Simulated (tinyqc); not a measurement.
From results back to parameters: dielectric confinement in a thin film (image charges). Two cases, with inputs chosen for the exercise.

Problem. The self-energy at the centre was computed from a hidden eh.

A film |z| < t/2 of dielectric constant eps between half-spaces of dielectric constant e2; lam = (eps - e2)/(eps + e2), q = e^2/(4 pi eps0). The self-energy of a band edge is taken with the high-frequency value, e2 = eh, and the field of a fixed ion with the static one, e2 = eo. A charge at z has images lam^|n| at n t + (-1)^n z. Its self-energy is S(z) = (q/2 eps) sum over n >= 1 of lam^n [1/(n t - 2z) + 1/(n t + 2z)] for odd n and 2 lam^n/(n t) for even n; at the centre S(0) = -(q/(eps t)) ln(1 - lam).

Constants: e^2/(4 pi eps0) = 14.39964547 eV angstrom.

Find: lam; eh.

Method. lam = 1 - exp(-S(0) eps t/q), and eh = eps (1 - lam)/(1 + lam).

Case 1.

Values chosen: t = 82 angstrom (film thickness); eps = 11.7 (dielectric constant of the film).
S(0) = 19.1375 meV

Solution.

lam = 0.7206
eh = 1.9

Case 2.

Values chosen: t = 18 angstrom (film thickness); eps = 11.5 (dielectric constant of the film).
S(0) = 57.8455 meV

Solution.

lam = 0.5646
eh = 3.2

Computed by tinyqc, one run a case: `OMP_NUM_THREADS=1 python tinyqc.py N N+1 out.jsonl` with N = 1281137, 1281178; one thread of a shared Intel(R) Xeon(R) Processor @ 2.30GHz, about 0.1 s a run at most.
